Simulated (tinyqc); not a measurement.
What each parameter does: Bethe-Salpeter matrix of a two-band chain (Tamm-Dancoff form).

One valence and one conduction band, lattice period 1, mesh k = 2 pi j/N. Pair energies D(k) = Eg + 2 t sum(1 - cos k), t = tc + tv. Screened attraction W(R) = U at R = 0 and V/|R| otherwise, R over the N cells with the nearest image; W(q) = sum_R W(R) cos(q R). H(k, k') = D(k) delta - W(k - k')/Nk + 2 J/Nk for singlets (J = 0 for triplets), Nk the number of k points. With a constant transition dipole the strength of a state is f = (sum_k A_k)^2/Nk, and the f sum to 1.

Inputs chosen for the exercise:
- Eg = 4.7 eV (quasiparticle gap)
- tc = 0.79 eV (conduction hopping)
- tv = 0.34 eV (valence hopping)
- U = 0.41 eV (attraction in the same cell)
- V = 0 eV (attraction at one cell distance)
- J = 0.28 eV (exchange in the same cell)

N = 100: lowest singlet, its binding and f, and the singlet-triplet splitting.

Results for these values:
```
case,singlet (eV),binding (eV),f,splitting (eV)
base,4.7007,-0.0007,0.002,0.0376
```

What happens to each result for tv = 0.2 eV, all else kept?

Answer: singlet falls from 4.7007 to 4.7006; binding rises from -0.0007 to -0.0006; f does not change at the printed digits; splitting rises from 0.0376 to 0.0426.

The same for each parameter in turn:
```
case,singlet (eV),binding (eV),f,splitting (eV)
base,4.7007,-0.0007,0.002,0.0376
Eg = 4.9 eV,4.9007,-0.0007,0.002,0.0376
tc = 1.03 eV,4.7007,-0.0007,0.002,0.0313
tv = 0.2 eV,4.7006,-0.0006,0.002,0.0426
U = 0.49 eV,4.7005,-0.0005,0.004,0.0530
V = 0.1 eV,4.6836,0.0164,0.050,0.0653
J = 0.42 eV,4.7009,-0.0009,0.000,0.0378
```

At zero total momentum only the sum tc + tv enters. With U - 2J not attractive and V = 0 the base singlet is unbound; its binding and f only reflect the mesh.

Computed by tinyqc, a small Python program: `OMP_NUM_THREADS=1 python tinyqc.py 1282053 1282054 out.jsonl` (the numbers bound the seed that draws the inputs); one thread of a shared host (Intel(R) Xeon(R) Processor @ 2.30GHz), about 0.1 s for the whole set of steps.
